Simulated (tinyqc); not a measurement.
# Nanowire ballistic transistor, top-of-the-barrier model: several studies

At the top of the source barrier, states moving towards the drain are filled by the source (Fermi level 0) and states moving back by the drain (Fermi level -q Vd); nothing scatters. U is the shift of the band edge there, set by the capacitances CG, CD and CS (the total) and by the charge. Parabolic one-dimensional subbands; the source is grounded.

Values chosen for this exercise; mass and valleys close to those of germanium:
- T = 200 K (temperature)
- m = 0.123 m0 (effective mass)
- gv = 4 (valley degeneracy)
- eox = 3.9 (relative permittivity of the gate insulator)
- tox = 2.9 nm (insulator thickness)
- d = 2 nm (wire diameter)
- dE = 0.07 eV (offset of a second subband (0: none))
- aG = 0.81 (gate control CG/CS)
- aD = 0.115 (drain control CD/CS)
- E0 = 0.16 eV (band edge at the barrier top above the source Fermi level at zero bias)
- Vd = 0.2 V (drain voltage)

Constants: q = 1.602176634e-19 C, kB = 1.380649e-23 J/K, hbar = 1.054571817e-34 J s, h = 6.62607015e-34 J s, m0 = 9.1093837015e-31 kg, Vt = kB T/q, eps0 = 8.8541878128e-14 F/cm where lengths are in cm. Results are converted to the units shown.

Each table varies one quantity; the others keep the values above.

## Transfer curve

N0 = gv sqrt(2 m kB T/pi)/hbar, CG = 2 pi eps0 eox/ln(1 + 2 tox/d), CS = CG/aG, n0 = n at U = 0 and Vd = 0. eta1 = -(E0 + U)/Vt, eta2 = eta1 - Vd/Vt, n = (N0/2)[F_(-1/2)(eta1) + F_(-1/2)(eta2)], F_(-1/2)(x) = (1/sqrt(pi)) int_0^infinity u^(-1/2)/(1 + exp(u - x)) du. Each F is summed over the two subbands, F(eta) + F(eta - dE/Vt), which share the mass. U = UL + q (n - n0)/CS with UL = -(aG Vg + aD Vd), energies in eV. I = gv (2 q^2/h) Vt [ln(1 + exp eta1) - ln(1 + exp eta2)], summed over both subbands. CQ = (q/Vt) dn/d(eta1).

Results:
```
Vg (V),eta1,n (cm^-1),I (uA),mean velocity I/(q n) (cm/s),CQ/CS
0,-7.951,953.4,0.001913,1.253e7,0.004502
0.09,-3.958,5.104e4,0.1028,1.257e7,0.2379
0.17,-1.821,3.946e5,0.8162,1.291e7,1.682
0.26,-0.6592,1.044e6,2.274,1.359e7,3.733
0.44,0.7524,2.536e6,6.273,1.544e7,5.967
0.52,1.278,3.221e6,8.458,1.639e7,6.309
0.61,1.847,3.996e6,11.20,1.750e7,6.541
0.7,2.398,4.775e6,14.20,1.856e7,6.838
```

Estimate the missing row, Vg = 0.35 V.

Computed row:
```
Vg (V),eta1,n (cm^-1),I (uA),mean velocity I/(q n) (cm/s),CQ/CS
0.35,0.1124,1.776e6,4.113,1.445e7,5.175
```

With this row back in the table: The current rises from 0.00191 to 14.2 uA. Between the first two rows the swing is 52.0 mV a decade, against Vt ln 10/aG = 49.0. CQ/CS goes from 0.0045 to 6.8, so a volt on the gate moves the band edge by 0.81 eV in the first row and 0.10 eV in the last: the gate charge is limited by the insulator. The mean velocity rises from 1.25e7 to 1.86e7 cm/s.

## Effect of the drain control CD/CS

Same model as above.

CQ = (q/Vt) dn/d(eta1). E0 is held fixed.

In this table Vg = 0.5 V, Vd = 0.5 V.

Effect of the drain control CD/CS:
```
aD,eta1,n (cm^-1),I (uA),mean velocity I/(q n) (cm/s),CQ/CS
0,0.96307,2.8062e6,7.1069,1.5807e7,6.1307
0.02,1.0441,2.9119e6,7.4432,1.5954e7,6.1832
0.04,1.1246,3.0177e6,7.7854,1.6102e7,6.2303
0.06,1.2047,3.1236e6,8.1335,1.6252e7,6.2729
0.08,1.2842,3.2296e6,8.4874,1.6403e7,6.3116
0.1,1.3634,3.3357e6,8.8470,1.6554e7,6.3472
0.12,1.4422,3.4419e6,9.2124,1.6706e7,6.3804
0.14,1.5206,3.5481e6,9.5833,1.6858e7,6.4119
```

As aD goes from 0 to 0.14, n rises from 2.81e6 to 3.55e6 cm^-1, the mean velocity rises from 1.58e7 to 1.69e7 cm/s and the current rises from 7.11 to 9.58 uA. CQ/CS goes from 6.1 to 6.4.

## Output curve

Same model as above.

CQ = (q/Vt) dn/d(eta1).

In this table Vg = 0.5 V.

Results:
```
Vd (V),eta1,n (cm^-1),I (uA),mean velocity I/(q n) (cm/s),CQ/CS
0.01,0.1220,2.998e6,1.466,3.051e6,9.326
0.025,0.4438,2.951e6,3.463,7.322e6,8.686
0.05,0.8052,2.910e6,5.846,1.254e7,7.351
0.1,1.041,2.931e6,7.384,1.572e7,6.289
0.2,1.149,3.049e6,7.889,1.615e7,6.244
0.3,1.241,3.171e6,8.292,1.632e7,6.291
0.4,1.332,3.293e6,8.702,1.649e7,6.333
0.6,1.513,3.537e6,9.546,1.684e7,6.409
0.8,1.692,3.782e6,10.42,1.719e7,6.479
```

Estimate the missing row, Vd = 0.15 V.

Computed row:
```
Vd (V),eta1,n (cm^-1),I (uA),mean velocity I/(q n) (cm/s),CQ/CS
0.15,1.102,2.989e6,7.684,1.605e7,6.224
```

With this row back in the table: The current rises from 1.47 to 10.4 uA; n goes from 3.00e6 through a minimum of 2.91e6 (at Vd = 0.05 V among the rows listed) to 3.78e6 cm^-1 and eta1 rises from 0.122 to 1.69. The resistance in the first row is 6.82 kohm, against h/(2 q^2 gv) = 3.23 kohm for one open subband, though nothing scatters in the channel. The current passes 90 % of its last value at Vd = 0.6 V among the rows, where eta2 = -33; returning states are gone from Vd = 0.15 V on (eta2 < -7), and from there the drain control aD lifts eta1 from 1.10 to 1.69.

Program tinyqc, `OMP_NUM_THREADS=1 python tinyqc.py 2400019 2400020 out.jsonl`; Intel Xeon 2.30GHz, shared host, one thread, about 0.09 s.
